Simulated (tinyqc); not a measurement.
Stress in a transistor channel from embedded alloy regions, liners and fins, by half-space elasticity: one step, computed by the program tinyqc.

Plane strain in an isotropic half-space, the same constants everywhere; x along the channel from its centre, y downwards from the free surface; stress is positive in tension.

Task: Stress at the centre of the channel. A line element dA of misfit at (a, c) in the half-space gives, with C = E e/(2 pi (1 - nu)), X = x - a, r1^2 = X^2 + (y - c)^2, r2^2 = X^2 + Y^2, Y = y + c: s_xx = -C dA {[X^2 - (y - c)^2]/r1^4 + 3 [X^2 - Y^2]/r2^4 + 4 y Y (Y^2 - 3 X^2)/r2^6}, s_yy = C dA {[X^2 - (y - c)^2]/r1^4 - [X^2 - Y^2]/r2^4 + 4 y Y (Y^2 - 3 X^2)/r2^6}. These are integrated over two rectangles, L/2 < |a| < L/2 + S, 0 < c < d (closed form in a, 200 Gauss-Legendre points in c).

Inputs (values chosen for the exercise, modelled on silicon):

| quantity | value | unit |
|---|---|---|
| Young's modulus E | 165 | GPa |
| Poisson ratio nu | 0.23 | - |
| channel length L | 38 | nm |
| length of each stressor S | 25 | nm |
| recess depth d | 25 | nm |
| depth of the field point y | 5 | nm |

Stressor: Si(1-x)Ge(x) source and drain.

misfit e = 0.02419

stress of a blanket film = -5.183571 GPa

Give: s_xx; s_yy; s_xx over the blanket-film stress.

Result:

s_xx = -1728 MPa

s_yy = -12.18 MPa

s_xx over the blanket-film stress = 0.3333

The channel is compressed along its length; s_yy is 0.0071 of s_xx in size and vanishes at the surface. Caution: at such misfit the regions may relax by dislocations, and linear elasticity is rough.
